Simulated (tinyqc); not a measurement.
Photoconductance decay in a wafer: bulk and surface recombination modes, and iron detection by pair splitting: one step, computed by the program tinyqc.

Both faces of the wafer have the same S; injection is low and all coefficients are constant. x runs from -W/2 to W/2.

Problem. Effective lifetime. Even modes cos(a x) obey b tan b = S W/(2 D) with b = a W/2, odd modes sin(a x) obey -b cot b = S W/(2 D); each decays at the rate 1/tau_b + D a^2. tau_eff is the decay time of the first mode. The surface time is 1/(D a^2) of that mode; shortcuts for it are W/(2 S), W^2/(pi^2 D) and their sum, whose error is sum/surface time - 1.

Inputs (values chosen for the exercise, modelled on p-type silicon):
```
quantity                          value         unit
thickness W                         300   micrometre
diffusivity D                      29.2       cm^2/s
bulk lifetime tau_b without iron     12  microsecond
surface recombination velocity S    2.4         cm/s
```

Give: tau_eff; surface time; W/(2 S); W^2/(pi^2 D); error of the sum; tau_eff/tau_b.

Solution.

tau_eff = 11.98 microsecond

surface time = 6253 microsecond

W/(2 S) = 6250 microsecond

W^2/(pi^2 D) = 3.123 microsecond

error of the sum = 0.008864 %

tau_eff/tau_b = 0.9981

The surfaces are slow against diffusion, so W/(2 S) is the larger part. tau_eff is within 0.19 % of tau_b.
